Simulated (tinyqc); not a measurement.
What the corrections do to the levels: formation energy of a charged point defect from supercell energies. Computed by tinyqc, a small Python program. Command: `OMP_NUM_THREADS=1 python tinyqc.py 3019493 3019494 out.jsonl formation walk`. One thread of a shared host (Intel(R) Xeon(R) Processor @ 2.30GHz), about 0.01 s of CPU time with the checks.

The host is a compound AB. Making the defect adds n_A = 1, n_B = -1 atoms to the cell. All total energies are inputs. E_F is counted from the valence-band maximum (VBM); x = 0 is A-rich and x = 1 B-rich growth.

Inputs (values chosen for the exercise, with gap and screening modelled on CdS):

| quantity | value | unit |
|---|---|---|
| E_VBM of the host cell | 2.846 | eV |
| potential alignment dV | 0.011 | eV |
| dielectric constant eps | 8.71 | - |
| cell length L | 19.5 | angstrom |
| mu_A of the pure element | -3.984 | eV |
| mu_B of the pure element | -5.036 | eV |
| formation enthalpy dH of AB | -1.89 | eV |
| growth condition x | 0.82 | - |

Defect: A on a B site. Supercell lattice: sc.

charge states q: 1  0  -1  -2

E(defect, q) - E(host), in the order of q (eV): -1.259  3.351  8.4  12.573

Constants: e^2/(4 pi eps_0) = 14.39964548 eV angstrom.

Method:
- dmu_A = x dH and dmu_B = (1 - x) dH, so that dmu_A + dmu_B = dH; mu = mu(element) + dmu.
- The reservoir term is sum n_i mu_i.
- Image-charge correction of a point charge in a neutralising background: E_corr = q^2 alpha e^2/(4 pi eps_0) / (2 eps L), alpha = 2.837297 for a sc array with L the cube root of the volume.
- E_f(q, E_F) = [E(defect, q) - E(host)] - sum n_i mu_i + q (E_VBM + dV + E_F) + E_corr(q).
- Levels eps(q/q-1) with the terms q dV and E_corr left out or kept.

E_f(q, 0) (eV): (q=+1) 1.87587, (q=0) 3.50860, (q=-1) 5.82087, (q=-2) 7.49770

E_corr (eV): (q=+1) 0.120275, (q=0) 0.000000, (q=-1) 0.120275, (q=-2) 0.481098

Levels above the VBM (eV):

| level | raw | with alignment | with image charge | with both |
|---|---|---|---|---|
| (+1/0) | 1.764 | 1.753 | 1.6437 | 1.6327 |
| (0/-1) | 2.203 | 2.192 | 2.3233 | 2.3123 |
| (-1/-2) | 1.327 | 1.316 | 1.6878 | 1.6768 |

What follows from these numbers?

Alignment moves every level by -dV = -0.011 eV. The image term moves eps(q/q-1) by (1 - 2q) E_corr(1): (+1/0) by -0.120, (0/-1) by +0.120, (-1/-2) by +0.361 eV, donor levels down and acceptor levels up. It adds 2 E_corr(1) = 0.241 eV to every U.
